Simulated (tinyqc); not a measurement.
Inside a calculation: interband optics of a two-band s-p chain from momentum matrix elements. Values are carried at full precision from step to step, so a last printed digit may differ when a step is redone from the rounded ones.

H(k) = [[Es - 2 ts cos ka, 2i V sin ka], [-2i V sin ka, Ep_ + 2 tp cos ka]] in the basis s, p; the lower band is full, with two electrons a cell. The velocity operator times hbar is W = dH/dk (eV angstrom); intra-atomic dipoles are left out.

Constants: hbar^2/2m0 = 3.80998211 eV angstrom^2; e^2/(4 pi eps0) = 14.39964547 eV angstrom.

Values chosen for the exercise:
- a = 2.51 angstrom (period)
- Es = 2.79 eV (upper orbital (s))
- Ep_ = -2.6 eV (lower orbital (p))
- ts = 0.36 eV (s-s hopping)
- tp = 0.28 eV (p-p hopping)
- V = 1.02 eV (s-p hopping)
- k = 0.12 2 pi/a (wave vector)
- N = 12 (k points)
- Ar = 8.4 angstrom^2 (cross-section per chain)
- eta = 0.3 eV (Lorentzian half width)
- E = 6.85 eV (photon energy)

## Hamiltonian and velocity at one k

Form H and W = dH/dk.

H (eV), rows s, p and columns alike:
$$\begin{pmatrix}
2.2651 & 1.3965i \\
-1.3965i & -2.1918
\end{pmatrix}$$

W (eV angstrom), rows s, p and columns alike:
$$\begin{pmatrix}
1.2371 & 3.7326i \\
-3.7326i & -0.9622
\end{pmatrix}$$

## Matrix element between the bands

Diagonalise H, transform W, and form w = |W_cv|^2, the Kane-type energy w/c and the oscillator strength f = w/(c D), c = hbar^2/2m0, D = Ec - Ev.

Ev, Ec (eV): [-2.5932, 2.6665]

weights, rows s, p; columns v, c:
$$\begin{pmatrix}
0.0763 & 0.9237 \\
0.9237 & 0.0763
\end{pmatrix}$$

slopes dEv/dk, dEc/dk (eV angstrom): [-2.776, 3.051]

w = 6.651 eV^2 angstrom^2
w/c = 1.746 eV
f = 0.332

## Transitions on the mesh

At each k_j = (j + 1/2)/N (2 pi/a) up to the zone edge give D = Ec - Ev, w = |<c|W|v>|^2 and f = w/(c D), c = hbar^2/2m0; the other half of the zone repeats the values.

Transitions:
```
k (2 pi/a)  D (eV)  w (eV^2 angstrom^2)      f
0.0417      4.2857               22.005  1.348
0.1250      5.3327                5.908  0.291
0.2083      6.4126                0.008  0.000
0.2917      6.9473                3.887  0.147
0.3750      6.9247               14.173  0.537
0.4583      6.7100               24.500  0.958
```

D runs from 4.286 to 6.947 eV on the mesh; f is largest at k = 0.0417.

## Dielectric function from the table

With w(k) = |<c|W|v>|^2 and D(k) = Ec - Ev, on the mesh k_j = (j + 1/2)/N (2 pi/a): eps(E) = 1 + (8 pi e2/(a Ar)) mean_j (w/D^2) [1/(D - E - i eta) + 1/(D + E + i eta)], e2 = e^2/(4 pi eps0); light polarised along the chains, no local fields.

Take the mean over the rows. Also eps(0) at eta = 0, and the effective electrons per cell n_eff = 2 mean(f).

eps(E) = -1.250+7.826i
eps(0) = 3.597
n_eff = 1.094

On a mesh of 2000 points the values are -1.296+7.851i, 3.605 and 1.094. n_eff need not equal the 2 electrons of the cell: a two-orbital basis with chosen hoppings does not obey the sum rule of free electrons. E lies within, or within 2 eta of, the range of transitions of the band (4.11 to 6.99 eV); their spacing on this mesh (up to 1.08 eV) exceeds eta, so eps(E) depends on where the few mesh points fall.

## Checks

- Curvature of the lower band against <v|d2H/dk2|v> - 2 w/D (eV angstrom^2): 0.01949 against 0.01950.
- Zone mean of 2 w/D against the zone mean of <v|d2H/dk2|v>, the f-sum rule of a full band (eV angstrom^2): both 4.1697.

Program tinyqc; command `OMP_NUM_THREADS=1 python tinyqc.py 1680584 1680585 out.jsonl`; about 0.01 s on one thread of a shared Intel(R) Xeon(R) Processor @ 2.30GHz.
